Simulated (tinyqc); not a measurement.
Implant damage, amorphisation by cascade overlap, and solid-phase epitaxial regrowth: one step, computed by the program tinyqc.

Range and width of the damage are inputs. Dynamic annealing enters only through the surviving share f.

Task: Damage energy and displacements per ion. Robinson partition: eps = E a M2/(Z1 Z2 (e^2/(4 pi eps_0)) (M1 + M2)), a = 0.8853 a_0/sqrt(Z1^(2/3) + Z2^(2/3)); k = 0.0793 Z1^(2/3) Z2^(1/2) (M1 + M2)^(3/2)/((Z1^(2/3) + Z2^(2/3))^(3/4) M1^(3/2) M2^(1/2)); damage energy T_d = E/(1 + k (eps + 0.40244 eps^(3/4) + 3.4008 eps^(1/6))); displacements nu = 0.8 T_d/(2 E_d).

Inputs (values chosen for the exercise, modelled on germanium ions in germanium): ion Z1 = 32; ion mass M1 = 72.6 u; target Z2 = 32; target mass M2 = 72.63 u; ion energy E = 23 keV; displacement energy E_d = 13 eV.

Constants: a_0 = 0.529177210903 angstrom; e^2/(4 pi eps_0) = 14.39964548 eV angstrom.

Give: reduced energy eps; k; damage energy T_d; T_d/E; displacements per ion nu.

Result:

reduced energy eps = 0.081395

k = 0.15778

damage energy T_d = 16.718 keV

T_d/E = 0.72687

displacements per ion nu = 514.40

27 % of the energy goes to electrons.
